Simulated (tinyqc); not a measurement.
# Vertical double-diffused power MOSFET, components of the on-resistance, step by step

Program tinyqc, `OMP_NUM_THREADS=1 python tinyqc.py 2230065 2230066 out.jsonl`; Intel Xeon 2.30GHz, shared host, one thread, about 0.01 s. Printed values are rounded.

Stripe cells of pitch Wp + a, two channels a cell. Current flows through the channels, spreads in the accumulation layer, passes the gap between the p bodies and spreads at 45 degrees into the drift layer below them. Low drain voltage, full ionisation.

Inputs (values chosen for the exercise); bulk values close to those of silicon:
```
symbol,value,unit,meaning
T,350,K,temperature
eps_r,11.9,,relative permittivity
Kc,4110,V/cm per (cm^-3)^(1/8),critical-field constant
BV,600,V,rated breakdown voltage of the drift layer
mud,1260,cm^2/(V s),drift mobility at 300 K
bt,2.5,,temperature exponent of the drift mobility
tox,90,nm,gate oxide thickness (eps_r 3.9)
Vov,4,V,gate overdrive
mch,160,cm^2/(V s),channel mobility
mac,600,cm^2/(V s),accumulation-layer mobility
Lc,1.4,um,channel length
Wp,3.8,um,"width of the p body in one cell, channels included"
a,4.4,um,gap between neighbouring p bodies
xp,1.9,um,depth of the p body
Nj,3,,doping of the gap over the drift doping
Vbi,0.644,V,built-in voltage of the body junction
Rs,0.13,mohm cm^2,substrate and contact resistance
```

Constants: q = 1.602176634e-19 C, eps0 = 8.8541878128e-14 F/cm where lengths are in cm. Results are converted to the units shown.

## Drift layer

Triangular field at breakdown with Ec = Kc N^(1/8): BV = eps0 eps_r Ec^2/(2 q N), so N = (eps0 eps_r Kc^2/(2 q BV))^(4/3); W = 2 BV/Ec; mu = mud (T/300 K)^(-bt); rho = 1/(q mu N); ideal resistance rho W.

N = 4.18778e14 cm^-3
Ec = 0.276433 MV/cm
W = 43.4102 um
mu = 857.045 cm^2/(V s)
rho = 17.3901 ohm cm
ideal resistance = 75.4908 mohm cm^2

## Components of the on-resistance

Pitch p = Wp + a, Cox = 3.9 eps0/tox; zero-bias depletion in the gap w0 = sqrt(2 eps0 eps_r Vbi/(q N Nj)), open gap g = a - 2 w0; R_ch = Lc p/(2 mch Cox Vov); R_acc = 0.6 a p/(4 mac Cox Vov), 0.6 being an empirical factor for current leaving the layer along its length; R_gap = (rho/Nj) xp p/g; spreading depth t = min(W, (p - g)/2); R_drift = (rho p/2) ln((g + 2 t)/g) + rho (W - t); R_on = the sum with Rs.

w0 = 0.821104 um
g = 2.75779 um
components (mohm cm^2): channel 2.33755, accumulation 0.587727, gap 3.27482, drift 78.5283, substrate 0.13
R_on = 84.8584 mohm cm^2
shares (%): channel 2.7546, accumulation 0.6926, gap 3.8592, drift 92.5404, substrate 0.1532

The drift term is the largest. R_on is 1.12 times the ideal drift resistance, and spreading raises the drift term to 1.04 times it.
